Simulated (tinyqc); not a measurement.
From results back to parameters: one-oscillator model of a band gap. Five cases, with inputs chosen for the exercise.

Problem. A gap follows E(T) = E0 - s1 t1/(exp(t1/T) - 1) with the zero-point term ZP = s1 t1/2, which scales as M^(-1/2). The shift of E0 on going from M to M + dM and the limiting slope at high T are given.

Case 1.

Values chosen (out of a larger set: near those of Si; not measured data): M = 28.11 u (mean atomic mass); dM = -1.84 u (change of the mean mass (not bounded by the natural isotopes)).

shift of E0 = -1.992296 meV
limiting slope s1 = 0.296 meV/K

Case 2.

Values chosen (out of a larger set: near those of GaN; not measured data): M = 41.88 u (mean atomic mass); dM = -1.73 u (change of the mean mass (not bounded by the natural isotopes)).

shift of E0 = -3.235836 meV
limiting slope s1 = 0.548 meV/K

Case 3.

Values chosen (out of a larger set: near those of InAs; not measured data): M = 94.95 u (mean atomic mass); dM = 0.84 u (change of the mean mass (not bounded by the natural isotopes)).

shift of E0 = 0.084791 meV
limiting slope s1 = 0.288 meV/K

Case 4.

Values chosen (out of a larger set: near those of diamond; not measured data): M = 12.02 u (mean atomic mass); dM = 1.27 u (change of the mean mass (not bounded by the natural isotopes)).

shift of E0 = 15.046006 meV
limiting slope s1 = 0.552 meV/K

Case 5.

Values chosen (out of a larger set: near those of GaAs; not measured data): M = 72.17 u (mean atomic mass); dM = 1.88 u (change of the mean mass (not bounded by the natural isotopes)).

shift of E0 = 0.783472 meV
limiting slope s1 = 0.446 meV/K

Find: sqrt(M/(M + dM)); ZP; t1.

Solution. The shift is ZP (1 - sqrt(M/(M + dM))); then t1 = 2 ZP/s1.

Case 1.

sqrt(M/(M + dM)) = 1.034428
ZP = 57.87 meV
t1 = 391 K

Case 2.

sqrt(M/(M + dM)) = 1.021317
ZP = 151.80 meV
t1 = 554 K

Case 3.

sqrt(M/(M + dM)) = 0.995606
ZP = 19.30 meV
t1 = 134 K

Case 4.

sqrt(M/(M + dM)) = 0.951020
ZP = 307.19 meV
t1 = 1113 K

Case 5.

sqrt(M/(M + dM)) = 0.987224
ZP = 61.33 meV
t1 = 275 K

Computed by tinyqc, one run a case: `OMP_NUM_THREADS=1 python tinyqc.py N N+1 out.jsonl` with N = 1851159, 1851177, 1851180, 1851210, 1851220; one thread of a shared Intel(R) Xeon(R) Processor @ 2.30GHz, about 0.01 s a run at most.
